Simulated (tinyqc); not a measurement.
# Worked calculation: thermal RC ladder, step response

Numbers from tinyqc (`OMP_NUM_THREADS=1 python tinyqc.py 2520070 2520071 out.jsonl`; about 0.01 s on one thread of a shared Intel Xeon 2.30GHz). Printed values are rounded.

A ladder of 2 nodes: R_i joins node i to node i + 1, the last R to the ambient; C_i is the heat capacity of node i; theta is the rise above ambient, zero at t = 0. d theta/dt = -A theta + b with b = (Pw/C_1, 0, ...), times in ms.

Values chosen for this exercise: resistances, junction to ambient R = [1, 0.56] K/W; heat capacities of the nodes C = [0.56, 6.4] mJ/K; power at node 1 from t = 0 Pw = 3.8 W; time step dt = 1.9 ms.

## The rate matrix

A = C^(-1) K, K_ii = 1/R_(i-1) + 1/R_i (no first term for node 1), K_(i,i+1) = K_(i+1,i) = -1/R_i.

A (1/ms):
```
           node 1     node 2
node 1   1.785714  -1.785714
node 2  -0.156250   0.435268
```

## Time constants and Foster resistances

A = C^(-1) K, K_ii = 1/R_(i-1) + 1/R_i (no first term for node 1), K_(i,i+1) = K_(i+1,i) = -1/R_i. The time constants tau_k are the inverse eigenvalues of A; the rise of node 1 per watt is Z(t) = sum_k r_k (1 - exp(-t/tau_k)), with r_k = v_k1^2 tau_k/C_1 and v_k the unit eigenvectors of C^(-1/2) K C^(-1/2).

tau_k, rising (ms): 0.5081869  3.949413
r_k (K/W): 0.8111145  0.7488855

The r_k add up to the sum of the R_i, 1.560 K/W; the slowest constant is 7.77 times the fastest.

## Step 1: one time step

theta at t = 0 (K): node 1 0.000000, node 2 0.000000

Implicit Euler: (1 + dt A) theta(new) = theta + dt b.

theta after step 1 (K): node 1 3.356166, node 2 0.545351

## Step 2: one time step

As before.

theta after step 2 (K): node 1 4.493446, node 2 1.028645

## Step 3: one time step

As before.

theta after step 3 (K): node 1 5.023125, node 2 1.379241

## Course of the time stepping

Sixteen steps, against the exact rise Pw Z(t); the run counts as sound if the error in the last step is under 5 % of the exact rise. The time constants tau_k are the inverse eigenvalues of A; the rise of node 1 per watt is Z(t) = sum_k r_k (1 - exp(-t/tau_k)), with r_k = v_k1^2 tau_k/C_1 and v_k the unit eigenvectors of C^(-1/2) K C^(-1/2).

Course of the iteration:
```
step  t (ms)  theta_1 (K)  exact (K)  error (K)
1        1.9     3.356166   4.095691     -0.740
2        3.8     4.493446   4.838993     -0.346
3        5.7     5.023125   5.255907     -0.233
4        7.6     5.330489   5.512595     -0.182
5        9.5     5.527409   5.671234     -0.144
6       11.4     5.658127   5.769289     -0.111
7       13.3     5.745913   5.829899    -0.0840
8       15.2     5.805085   5.867362    -0.0623
9       17.1     5.845016   5.890519    -0.0455
10        19     5.871972   5.904833    -0.0329
11      20.9     5.890171   5.913680    -0.0235
12      22.8     5.902459   5.919149    -0.0167
13      24.7     5.910755   5.922529    -0.0118
14      26.6     5.916357   5.924618   -8.26e-3
15      28.5     5.920139   5.925910   -5.77e-3
16      30.4     5.922692   5.926708   -4.02e-3
```

The largest error is 0.74 K, at step 1; the last value is 0.068 % below the exact one. dt is 3.7 times the fastest time constant; implicit Euler is stable for any step, and it lags behind the exact rise.
